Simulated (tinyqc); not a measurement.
# Charge needed for a dipole step

Two sheets of opposite charge dd apart with permittivity ei give the step D = q N dd/(eps0 ei).

Parameters, values chosen for the exercise:
- ei = 3.8 (relative permittivity inside the dipole layer)
- dd = 0.24 nm (thickness of the dipole layer)

Constants: q = 1.602176634e-19 C, eps0 = 8.8541878128e-14 F/cm where lengths are in cm. Results are converted to the units shown.

Result of one run:

| N (cm^-2) | D (V) | field (MV/cm) | moment (debye/nm^2, 1 D = 3.33564e-30 C m) |
|---|---|---|---|
| 2.9e14 | 3.3143 | 138.09 | 33.430 |

What becomes of these results when the charge in each sheet N is changed from 2.9e14 to 1e12 cm^-2, all else the same?

Result of the changed run:

| N (cm^-2) | D (V) | field (MV/cm) | moment (debye/nm^2, 1 D = 3.33564e-30 C m) |
|---|---|---|---|
| 1e12 | 0.011429 | 0.47619 | 0.11528 |

The whole series:

| N (cm^-2) | D (V) | field (MV/cm) | moment (debye/nm^2, 1 D = 3.33564e-30 C m) |
|---|---|---|---|
| 1e12 | 0.011429 | 0.47619 | 0.11528 |
| 2.7e12 | 0.030857 | 1.2857 | 0.31125 |
| 6.8e12 | 0.077714 | 3.2381 | 0.78388 |
| 1.7e13 | 0.19428 | 8.0952 | 1.9597 |
| 4.5e13 | 0.51428 | 21.428 | 5.1875 |
| 1.1e14 | 1.2571 | 52.381 | 12.680 |
| 2.9e14 | 3.3143 | 138.09 | 33.430 |

D is proportional to N, 0.1 V for 8.75e12 cm^-2. The same sheet as an uncompensated charge under 1 nm of a dielectric of permittivity 3.9 would shift the flat band by 0.406 V, and that shift would grow with thickness, which a dipole step does not. For N = 4.5e13, 1.1e14, 2.9e14 the field exceeds 20 MV/cm; it acts over one bond length, where the sheet picture is only a bookkeeping device.

Numbers from tinyqc (`OMP_NUM_THREADS=1 python tinyqc.py 2410162 2410163 out.jsonl`; about 0.01 s on one thread of a shared Intel Xeon 2.30GHz).
